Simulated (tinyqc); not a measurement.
# MOSFET in saturation, small-signal circuit and noise: two studies

Bias by the inversion coefficient IC = I/Ispec (charge-based model with velocity saturation; weak inversion below 0.1, strong above 10). Common-source circuit: gm, gds, Cgs, Cgd and Cj at the inner nodes, Rg in series with the gate; quasi-static, no source or drain resistance, no gate-body capacitance, no substrate network, no induced gate noise, so fmax is an upper estimate.

Inputs (values chosen for the exercise): temperature T = 400 K; gate length L = 130 nm; total gate width W = 20 um; gate capacitance Cox = 2.33 uF/cm^2; mobility mu = 330 cm^2/(V s); slope factor n = 1.28; velocity-saturation length Ls = 15 nm; ratio gds/gm sg = 0.035; overlap and fringe capacitance per side Cov = 0.22 fF/um; drain junction capacitance Cj = 0.57 fF/um; sheet resistance of the gate Rsh = 20 ohm; finger width Wf = 2 um; gate contact and vertical resistance Rc = 300 ohm um; inversion coefficient IC = 28; short-channel excess of the noise factor gw = 0.09; oxide trap density Nt = 1.6e18 cm^-3 eV^-1; tunnelling length into the oxide lt = 0.1 nm; Coulomb scattering coefficient ac = 10000 V s/C.

Constants: q = 1.602176634e-19 C, kB = 1.380649e-23 J/K, Vt = kB T/q. Results are converted to the units shown.

Each table varies one quantity; the others keep the values above.

## Effect of the finger width on speed and noise

Ispec = 2 n mu Cox (W/L) Vt^2, lc = Ls/L, gms = [sqrt((lc IC + 1)^2 + 4 IC) - 1]/[2 + lc (lc IC + 1)], gm = gms Ispec/(n Vt), gds = sg gm. qs = [sqrt(1 + 4 IC) - 1]/2, Cgs = Cox W L qs (2 qs + 3)/(3 (qs + 1)^2) + Cov W, Cgd = Cov W, Cd = Cj W, Rg = Rsh (Wf/L)/(12 Nf) + Rc/W with Nf = W/Wf fingers (not rounded) contacted at both ends. fT = gm/(2 pi (Cgs + Cgd)), fmax = fT/(2 sqrt(Rg (gds + 2 pi fT Cgd))). Channel noise Sid = 4 kB T gam n gm with gam = (1/2 + (2/3) qs)/(1 + qs) + gw lc IC, qs = [sqrt(1 + 4 IC) - 1]/2, lc = Ls/L (the last term an empirical rise with velocity saturation); at the gate, white noise Sw = Sid/gm^2 + 4 kB T Rg. Number fluctuation with correlated mobility: S(f) = K/f, K = q^2 Vt lt Nt/(W L Cox^2) (1 + ac mu Cox I/gm)^2, Vt in eV with Nt per eV. Corner fc = K/Sw. IC is held fixed.

The same in every row: I (uA) = 10074; fT (GHz) = 120.21.

Result of one run:

| Wf (um) | Rg (ohm) | fmax (GHz) | sqrt(Sw) (nV/Hz^0.5) | fc (MHz) |
|---|---|---|---|---|
| 4 | 25.256 | 177.97 | 1.1526 | 808.78 |

What becomes of these results when the finger width Wf is changed from 4 to 0.25 um, all else the same?

Result of the changed run:

| Wf (um) | Rg (ohm) | fmax (GHz) | sqrt(Sw) (nV/Hz^0.5) | fc (MHz) |
|---|---|---|---|---|
| 0.25 | 15.040 | 230.63 | 1.0502 | 974.28 |

The whole series:

| Wf (um) | Rg (ohm) | fmax (GHz) | sqrt(Sw) (nV/Hz^0.5) | fc (MHz) |
|---|---|---|---|---|
| 0.25 | 15.040 | 230.63 | 1.0502 | 974.28 |
| 0.5 | 15.160 | 229.71 | 1.0515 | 971.94 |
| 1 | 15.641 | 226.15 | 1.0565 | 962.69 |
| 2 | 17.564 | 213.41 | 1.0764 | 927.40 |
| 4 | 25.256 | 177.97 | 1.1526 | 808.78 |
| 8 | 56.026 | 119.49 | 1.4171 | 535.05 |

As Wf goes from 0.25 to 8 um, fT stays at 120 GHz, fmax falls from 231 to 119 GHz, the white noise rises from 1.05 to 1.42 nV/Hz^0.5 and the corner falls from 974 to 535 MHz. The finger width leaves fT alone and acts through Rg, whose sheet part goes as Wf^2.

## From weak to strong inversion

Same model as above.

The last column is the figure of merit (gm/I) fT.

Results:

| IC | I (uA) | gm/I (1/V) | fT (GHz) | fmax (GHz) | (gm/I) fT (THz/V) |
|---|---|---|---|---|---|
| 0.01 | 3.598 | 22.43 | 1.368 | 25.60 | 0.03067 |
| 0.03 | 10.79 | 21.99 | 3.597 | 41.34 | 0.07909 |
| 0.1 | 35.98 | 20.66 | 8.611 | 63.22 | 0.1779 |
| 1 | 359.8 | 13.74 | 27.13 | 106.5 | 0.3726 |
| 3 | 1079 | 9.522 | 44.68 | 133.5 | 0.4255 |
| 10 | 3598 | 5.727 | 77.60 | 172.9 | 0.4444 |
| 30 | 1.079e4 | 3.253 | 123.5 | 216.2 | 0.4017 |
| 100 | 3.598e4 | 1.486 | 180.8 | 260.2 | 0.2687 |

Estimate the missing row, IC = 0.3.

Computed row:

| IC | I (uA) | gm/I (1/V) | fT (GHz) | fmax (GHz) | (gm/I) fT (THz/V) |
|---|---|---|---|---|---|
| 0.3 | 107.9 | 18.07 | 15.66 | 83.44 | 0.2828 |

With this row back in the table: The efficiency gm/I falls from 22.4 to 1.49 1/V while fT rises from 1.37 to 181 GHz; fT goes as IC^(0.88) at the start and IC^(0.32) at the end (1/2 for a long channel, 0 at full velocity saturation, which sets in near IC = 1/lc^2 = 75.1). Their product goes from 0.0307 through a maximum of 0.444 (at IC = 10 among the rows listed) to 0.269 THz/V. For IC = 0.01 to 0.3 fmax exceeds 4 fT, where channel resistance and substrate losses, left out here, would cap it. At IC = 100 the current passes 1.5 mA/um, where series resistance and heating matter.

Numbers from tinyqc (`OMP_NUM_THREADS=1 python tinyqc.py 2150134 2150135 out.jsonl`; about 0.01 s on one thread of a shared Intel Xeon 2.30GHz).
